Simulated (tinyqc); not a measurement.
Time-domain thermoreflectance: layered heat flow under a modulated pulse train, and what the signal ratio measures: one step, computed by the program tinyqc.

Pulses repeat at 80 MHz; heat is laid down at the surface, all layers are isotropic, and the film is in perfect contact with the substrate.

Problem. Length and time scales. Penetration depth sqrt(kappa/(pi f C)); effusivity sqrt(kappa C); cooling time of the metal d C_m/G; Kapitza length kappa/G.

Inputs (values chosen for the exercise, modelled on aluminium on GaAs):

| quantity | value | unit |
|---|---|---|
| metal thickness d | 98 | nm |
| metal heat capacity | 2.42 | MJ/(m^3 K) |
| boundary conductance G under the metal | 81 | MW/(m^2 K) |
| substrate conductivity kappa | 47.1 | W/(m K) |
| substrate heat capacity C | 1.71 | MJ/(m^3 K) |
| modulation frequency f | 2 | MHz |
| spot radius w (1/e^2, pump and probe) | 22 | micrometre |

Stack: metal, film, substrate.

Give: penetration depth; effusivity; cooling time of the metal; Kapitza length; depth over spot radius.

Solution.

penetration depth = 2.0937 micrometre

effusivity = 8974.5 W s^(1/2)/(m^2 K)

cooling time of the metal = 2927.9 ps

Kapitza length = 581.48 nm

depth over spot radius = 0.095170
